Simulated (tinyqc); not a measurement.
Inside a calculation. Method: Jacobi rotations on a symmetric matrix. One step of it, computed by the program tinyqc.

Question. Jacobi rotation 1. Take the largest off-diagonal element A_pq; tan 2 theta = 2 A_pq / (A_qq - A_pp) with |theta| <= pi/4; A' = J^T A J with J_pp = J_qq = cos, J_pq = sin, J_qp = -sin.

A, lower triangle:
```
,1,2,3,4,5
1,1.600000
2,-0.211000,3.000000
3,0.188000,0.099000,3.144000
4,0.071000,-0.031000,0.074000,3.520000
5,0.426000,0.243000,-0.046000,0.126000,3.666000
```

Give: p, q, theta; A'.

Answer.

p, q, theta (rad): 1.0000  5.0000  0.1956

A', lower triangle:
```
,1,2,3,4,5
1,1.5156
2,-0.2542,3.0000
3,0.1934,0.0990,3.1440
4,0.0452,-0.0310,0.0740,3.5200
5,0.0000,0.1974,-0.0086,0.1374,3.7504
```
